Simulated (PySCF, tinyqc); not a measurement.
Worked calculation: MP2 on RHF in the sto-6g basis, for H4, spin multiplicity 1. The lowest restricted solution is unstable here: a spin-polarised one lies 0.0288 hartree lower (PySCF). Computed by tinyqc, a small Python program that keeps every step (integrals from PySCF). Settings: charge = 0, multiplicity = 1, basis = sto-6g, method = RHF, energy threshold = 1e-10, iteration cap = 83, orthogonalisation = canonical, start = Wolfsberg-Helmholz matrix, DIIS depth = 6. Command: `OMP_NUM_THREADS=1 python tinyqc.py 30406 30407 out.jsonl` (the two numbers bound the seeds that draw the settings). One thread of a shared host (Intel(R) Xeon(R) Processor @ 2.60GHz), about 0.1 s of CPU time with the checks. The early iterations of the SCF are left out here.

## One-electron integrals

Geometry (angstrom):

| atom | x | y | z |
|---|---|---|---|
| H | 0.000000 | 0.000000 | 0.000000 |
| H | 0.000000 | 0.000000 | 1.234000 |
| H | 0.000000 | 0.000000 | 2.409000 |
| H | 0.000000 | 0.000000 | 3.643000 |

Basis sto-6g: exponents (1/bohr^2) and contraction coefficients of normalised primitives:

| element | l (shell) | exponent | coefficient |
|---|---|---|---|
| H | s (1) | 35.523221 | 0.009164 |
| H | s (1) | 6.513144 | 0.049361 |
| H | s (1) | 1.822143 | 0.168538 |
| H | s (1) | 0.625955 | 0.370563 |
| H | s (1) | 0.243077 | 0.416492 |
| H | s (1) | 0.100112 | 0.130334 |

Overlap, kinetic and nuclear-attraction integrals over the contracted functions; the nuclear repulsion is the sum of Za Zb / Rab.

nuclear repulsion = 1.89261733 hartree

overlap S:
```
          1H 1s     2H 1s     3H 1s     4H 1s
1H 1s  1.000000  0.370583  0.061039  0.006552
2H 1s  0.370583  1.000000  0.400146  0.061039
3H 1s  0.061039  0.400146  1.000000  0.370583
4H 1s  0.006552  0.061039  0.370583  1.000000
```

kinetic energy T (hartree):
```
           1H 1s      2H 1s      3H 1s      4H 1s
1H 1s   0.768522   0.047073  -0.010831  -0.002239
2H 1s   0.047073   0.768522   0.060042  -0.010831
3H 1s  -0.010831   0.060042   0.768522   0.047073
4H 1s  -0.002239  -0.010831   0.047073   0.768522
```

nuclear attraction V (hartree):
```
           1H 1s      2H 1s      3H 1s      4H 1s
1H 1s  -2.028159  -0.712629  -0.111976  -0.011205
2H 1s  -0.712629  -2.326401  -0.829973  -0.111976
3H 1s  -0.111976  -0.829973  -2.326401  -0.712629
4H 1s  -0.011205  -0.111976  -0.712629  -2.028159
```

core Hamiltonian H = T + V (hartree):
```
           1H 1s      2H 1s      3H 1s      4H 1s
1H 1s  -1.259637  -0.665556  -0.122807  -0.013445
2H 1s  -0.665556  -1.557879  -0.769931  -0.122807
3H 1s  -0.122807  -0.769931  -1.557879  -0.665556
4H 1s  -0.013445  -0.122807  -0.665556  -1.259637
```

## Two-electron integrals

Functions are numbered as in S; the eight-fold symmetry (ij|kl) = (ji|kl) = (kl|ij) leaves the list below.

Two-electron integrals (ij|kl) in chemists' order, unique and non-zero (hartree):
```
(11|11) 0.774999   (21|11) 0.214940   (21|21) 0.082957   (22|11) 0.408660
(22|21) 0.214940   (22|22) 0.774999   (31|11) 0.025534   (31|21) 0.011035
(31|22) 0.033690   (31|31) 0.001744   (32|11) 0.117229   (32|21) 0.061535
(32|22) 0.236295   (32|31) 0.011889   (32|32) 0.098126   (33|11) 0.219495
(33|21) 0.110454   (33|22) 0.424858   (33|31) 0.025534   (33|32) 0.236295
(33|33) 0.774999   (41|11) 0.002087   (41|21) 0.000930   (41|22) 0.002954
(41|31) 0.000161   (41|32) 0.001179   (41|33) 0.002954   (41|41) 0.000017
(42|11) 0.013883   (42|21) 0.006922   (42|22) 0.025534   (42|31) 0.001413
(42|32) 0.011889   (42|33) 0.033690   (42|41) 0.000161   (42|42) 0.001744
(43|11) 0.065344   (43|21) 0.030901   (43|22) 0.110454   (43|31) 0.006922
(43|32) 0.061535   (43|33) 0.214940   (43|41) 0.000930   (43|42) 0.011035
(43|43) 0.082957   (44|11) 0.145258   (44|21) 0.065344   (44|22) 0.219495
(44|31) 0.013883   (44|32) 0.117229   (44|33) 0.408660   (44|41) 0.002087
(44|42) 0.025534   (44|43) 0.214940   (44|44) 0.774999
```

## Orthogonalisation

S = U s U^T; canonical form X = U s^(-1/2), so that X^T S X = 1. Each column of U has its largest component positive (the first on a tie).

eigenvalues of S: 0.429846  0.728978  1.163457  1.677719

X:
```
               1          2          3         4
1H 1s  -0.519196   0.696577   0.574597  0.295284
2H 1s   0.945327  -0.447964   0.315582  0.459163
3H 1s  -0.945327  -0.447964  -0.315582  0.459163
4H 1s   0.519196   0.696577  -0.574597  0.295284
```

## Iteration 9 (converged): orbitals

converged F (hartree):
```
           1H 1s      2H 1s      3H 1s      4H 1s
1H 1s  -0.187121  -0.382644  -0.090295   0.015415
2H 1s  -0.382644  -0.261041  -0.323503  -0.090295
3H 1s  -0.090295  -0.323503  -0.261041  -0.382644
4H 1s   0.015415  -0.090295  -0.382644  -0.187121
```

Diagonalise F' = X^T F X, C = X C', fill 2 alpha and 2 beta electrons from the bottom; D = 2 C_occ C_occ^T. Each column has its largest component positive (the first on a tie).

F' = X^T F X (hartree):
```
           1          2          3          4
1   0.576396   0.000000  -0.063682   0.000000
2   0.000000   0.189074   0.000000  -0.007583
3  -0.063682   0.000000  -0.333347   0.000000
4   0.000000  -0.007583   0.000000  -0.532914
```

orbital energies (hartree): MO1 -0.532994, MO2 -0.337783, MO3 0.189154, MO4 0.580832

coefficients C:
```
            MO1        MO2        MO3        MO4
1H 1s  0.302583   0.537128   0.693438  -0.557870
2H 1s  0.454434   0.380511  -0.452761   0.921112
3H 1s  0.454434  -0.380511  -0.452761  -0.921112
4H 1s  0.302583  -0.537128   0.693438   0.557870
```

D after iteration 9:
```
           1H 1s      2H 1s      3H 1s      4H 1s
1H 1s   0.760126   0.683774  -0.133759  -0.393901
2H 1s   0.683774   0.702598   0.123443  -0.133759
3H 1s  -0.133759   0.123443   0.702598   0.683774
4H 1s  -0.393901  -0.133759   0.683774   0.760126
```

## Convergence

Stop when the energy changes by less than 1e-10 hartree and every element of the error matrix X^T (F D S - S D F) X is below 3e-06.

Course of the cycle:

| iteration | E (hartree) | change | largest element of the error matrix |
|---|---|---|---|
| 1 | -1.95685398 | - | 2.11e-01 |
| 2 | -1.99518750 | -3.83e-02 | 5.06e-02 |
| 3 | -1.99699300 | -1.81e-03 | 1.23e-02 |
| 4 | -1.99727831 | -2.85e-04 | 3.92e-04 |
| 5 | -1.99727849 | -1.73e-07 | 1.02e-04 |
| 6 | -1.99727849 | -8.44e-09 | 5.85e-05 |
| 7 | -1.99727850 | -2.12e-09 | 4.09e-05 |
| 8 | -1.99727850 | -2.03e-09 | 3.00e-07 |
| 9 | -1.99727850 | -7.86e-14 | 7.75e-10 |

PySCF RHF in the same basis = -1.99727850 hartree

Converged in 9 iterations.

## Integrals over molecular orbitals

(pq|rs) = sum C_ip C_jq C_kr C_ls (ij|kl), one index at a time.

one-electron integrals over orbitals h = C^T H C (hartree):
```
           1          2          3          4
1  -1.628162   0.000000   0.142797   0.000000
2   0.000000  -1.390957   0.000000  -0.112134
3   0.142797   0.000000  -1.188642   0.000000
4   0.000000  -0.112134   0.000000  -0.997152
```

Two-electron integrals over orbitals (pq|rs), unique and non-zero (hartree):
```
(11|11) 0.457410    (21|21) 0.152281    (22|11) 0.395020    (22|22) 0.415416
(31|11) -0.079036   (31|22) 0.015452    (31|31) 0.109522    (32|21) 0.094665
(32|32) 0.144169    (33|11) 0.403038    (33|22) 0.412705    (33|31) 0.004735
(33|33) 0.427791    (41|21) 0.042451    (41|32) -0.061589   (41|41) 0.103937
(42|11) 0.080433    (42|22) -0.006281   (42|31) -0.103501   (42|33) -0.008293
(42|42) 0.108653    (43|21) -0.149459   (43|32) -0.097652   (43|41) -0.041000
(43|43) 0.160035    (44|11) 0.477654    (44|22) 0.417633    (44|31) -0.081634
(44|33) 0.429533    (44|42) 0.087002    (44|44) 0.521017
```

## Second-order Moller-Plesset energy

Hartree-Fock energy = -1.99727850 hartree

E2 = sum_ijab (ia|jb) [2 (ia|jb) - (ib|ja)] / (e_i + e_j - e_a - e_b) over occupied i, j and virtual a, b; the opposite-spin part is (ia|jb)^2 / denominator, the rest is same-spin, and SCS-MP2 scales them by 6/5 and 1/3.

Terms:

| i | j | a | b | (ia\|jb) | (ib\|ja) | denominator | term |
|---|---|---|---|---|---|---|---|
| 2 | 2 | 3 | 3 | 0.144169 | 0.144169 | -1.053874 | -0.019722 |
| 1 | 2 | 3 | 4 | -0.103501 | -0.061589 | -1.640762 | -0.009173 |
| 2 | 1 | 4 | 3 | -0.103501 | -0.061589 | -1.640762 | -0.009173 |
| 1 | 1 | 3 | 3 | 0.109522 | 0.109522 | -1.444295 | -0.008305 |
| 2 | 2 | 4 | 4 | 0.108653 | 0.108653 | -1.837230 | -0.006426 |
| 1 | 1 | 4 | 4 | 0.103937 | 0.103937 | -2.227651 | -0.004849 |
| 1 | 2 | 4 | 3 | -0.061589 | -0.103501 | -1.640762 | -0.000739 |
| 2 | 1 | 3 | 4 | -0.061589 | -0.103501 | -1.640762 | -0.000739 |

Pair energies (hartree; pair i-j sums ij and ji):

| pair | opposite spin | same spin |
|---|---|---|
| 1-1 | -0.013155 | 0.000000 |
| 2-1 | -0.017682 | -0.002141 |
| 2-2 | -0.026148 | 0.000000 |

MP2 correlation energy = -0.05912528 hartree

SCS-MP2 correlation energy = -0.06909459 hartree

MP2 total energy = -2.05640378 hartree
